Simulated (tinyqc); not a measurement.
Hueckel theory of the pi electrons, for the molecule C=CC(Cl)=CC(=C)C=O (SMILES; centres numbered as the heavy atoms are written), step by step. Computed by tinyqc, a small Python program that keeps every step. Settings: charge = 0. Command: `OMP_NUM_THREADS=1 python tinyqc.py 23041 23042 out.jsonl` (the two numbers bound the seeds that draw the settings). One thread of a shared host (Intel(R) Xeon(R) Processor @ 2.60GHz), about 0.01 s of CPU time with the checks.

## The Hueckel matrix

Centres:
```
centre  z_r, pi electrons of the neutral centre        h
1C                                            1  0.00000
2C                                            1  0.00000
3C                                            1  0.00000
4Cl                                           2  2.00000
5C                                            1  0.00000
6C                                            1  0.00000
7C                                            1  0.00000
8C                                            1  0.00000
9O                                            1  1.00000
```

Bonds:
```
i  j        k
1  2        1
2  3        1
3  4  0.40000
3  5        1
5  6        1
6  7        1
6  8        1
8  9        1
```

H_rr = alpha + h_r beta, H_rs = k_rs beta for bonded centres.

Hueckel matrix in units of beta (H = alpha + beta A):
```
          1C       2C       3C      4Cl       5C       6C       7C       8C
1C   0.00000  1.00000  0.00000  0.00000  0.00000  0.00000  0.00000  0.00000
2C   1.00000  0.00000  1.00000  0.00000  0.00000  0.00000  0.00000  0.00000
3C   0.00000  1.00000  0.00000  0.40000  1.00000  0.00000  0.00000  0.00000
4Cl  0.00000  0.00000  0.40000  2.00000  0.00000  0.00000  0.00000  0.00000
5C   0.00000  0.00000  1.00000  0.00000  0.00000  1.00000  0.00000  0.00000
6C   0.00000  0.00000  0.00000  0.00000  1.00000  0.00000  1.00000  1.00000
7C   0.00000  0.00000  0.00000  0.00000  0.00000  1.00000  0.00000  0.00000
8C   0.00000  0.00000  0.00000  0.00000  0.00000  1.00000  0.00000  0.00000
9O   0.00000  0.00000  0.00000  0.00000  0.00000  0.00000  0.00000  1.00000

          9O
1C   0.00000
2C   0.00000
3C   0.00000
4Cl  0.00000
5C   0.00000
6C   0.00000
7C   0.00000
8C   1.00000
9O   1.00000
```

## Orbitals

pi electrons, sum of z_r less the charge = 10

Diagonalise; E = alpha + x beta with beta < 0, so the largest x are filled first; degenerate levels share their electrons. P = sum n_i c_ri c_si; each orbital has its largest coefficient positive (the first on a tie).

x values: 2.19959  2.00000  1.54114  1.17942  0.44853  -0.30989  -0.62371  -1.46302  -1.97206

occupations: 2.00000  2.00000  2.00000  2.00000  2.00000  0.00000  0.00000  0.00000  0.00000

coefficients:
```
         MO1       MO2       MO3       MO4       MO5       MO6       MO7       MO8
1C   0.09516   0.00000   0.30210   0.36642   0.51559  -0.28067   0.50132  -0.38949
2C   0.20932   0.00000   0.46558   0.43217   0.23126   0.08697  -0.31268   0.56983
3C   0.36525   0.00000   0.41542   0.14328  -0.41187   0.25371  -0.30630  -0.44418
4Cl  0.73200   0.55556  -0.36213  -0.06984   0.10619  -0.04394   0.04670   0.05131
5C   0.30128  -0.22222   0.31949  -0.23524  -0.45847  -0.14802   0.48505   0.05949
6C   0.29745  -0.44444   0.07696  -0.42073   0.20623  -0.20784   0.00377   0.35714
7C   0.13523  -0.22222   0.04994  -0.35672   0.45979   0.67070  -0.00605  -0.24412
8C   0.21776  -0.44444  -0.25082   0.09575   0.09118  -0.45827  -0.48135  -0.33788
9O   0.18153  -0.44444  -0.46351   0.53366  -0.16533   0.34986   0.29645   0.13718

          MO9
1C    0.13333
2C   -0.26293
3C    0.38519
4Cl  -0.03879
5C   -0.48117
6C    0.56370
7C   -0.28584
8C   -0.34465
9O    0.11596
```

charge and bond-order matrix P:
```
           1C        2C        3C       4Cl        5C        6C        7C        8C
1C    1.00085   0.87633   0.00081  -0.02117  -0.39478   0.00744   0.26861   0.05408
2C    0.87633   1.00166   0.47308  -0.04202   0.00826  -0.07208   0.00744  -0.01747
3C    0.00081   0.47308   0.99229   0.12636   0.79578  -0.00921  -0.34069  -0.09699
4Cl  -0.02117  -0.04202   0.12636   1.98350  -0.10174  -0.01153   0.06237   0.01262
5C   -0.39478   0.00826   0.79578  -0.10174   1.01552   0.43479  -0.04161   0.03982
6C    0.00744  -0.07208  -0.00921  -0.01153   0.43479   1.02295   0.77548   0.44304
7C    0.26861   0.00744  -0.34069   0.06237  -0.04161   0.77548   0.81765   0.24691
8C    0.05408  -0.01747  -0.09699   0.01262   0.03982   0.44304   0.24691   0.65069
9O   -0.02491   0.02917   0.03661  -0.00203  -0.08874  -0.08553  -0.33244   0.77869

           9O
1C   -0.02491
2C    0.02917
3C    0.03661
4Cl  -0.00203
5C   -0.08874
6C   -0.08553
7C   -0.33244
8C    0.77869
9O    1.51490
```

## Energy, charges, bond orders

E = sum n x; q_r = z_r - P_rr; bond order p = P_rs; free valence = sqrt(3) - sum of p over the bonds of the atom.

pi energy = 10 alpha + this times beta = 14.73735

pi charges: 1C -0.00085, 2C -0.00166, 3C 0.00771, 4Cl 0.01650, 5C -0.01552, 6C -0.02295, 7C 0.18235, 8C 0.34931, 9O -0.51490

Bond orders and lengths from R = 1.517 - 0.180 p (angstrom, C-C alone):
```
bond        p        R
1-2   0.87633  1.35926
2-3   0.47308  1.43185
3-4   0.12636        -
3-5   0.79578  1.37376
5-6   0.43479  1.43874
6-7   0.77548  1.37741
6-8   0.44304  1.43725
8-9   0.77869        -
```

free valence of the carbons: 1C 0.85572, 2C 0.38264, 3C 0.33683, 5C 0.50149, 6C 0.07875, 7C 0.95657, 8C 0.51033

gap between the highest filled and the next level = 0.75842 |beta|
